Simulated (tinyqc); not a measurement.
Thermal resistances of a two-die stack.

Problem. Heat leaves through the lower die only, and the system is linear. Find the resistance R1 from the lower die to the coolant, R2 between the dies, and the rise of the upper die when both are powered.

Parameters, values chosen for the exercise:

| symbol | value | unit | meaning |
|---|---|---|---|
| P1 | 21 | W | power of the lower die |
| P2 | 15 | W | power of the upper die |

rises of the lower and upper die with only the lower one powered (K): 7.35  7.35
rises of the lower and upper die with only the upper one powered (K): 5.25  10.65

Answer. With only the lower die powered no heat crosses R2, so both dies rise by P1 R1; the difference in the second test is P2 R2; rises add.

R1 = 0.350 K/W
R2 = 0.360 K/W
rise of the upper die = 18.0 K

Computed by the program tinyqc: `OMP_NUM_THREADS=1 python tinyqc.py 2162170 2162171 out.jsonl`, one thread of a shared Intel Xeon 2.30GHz, about 0.03 s for the whole run.
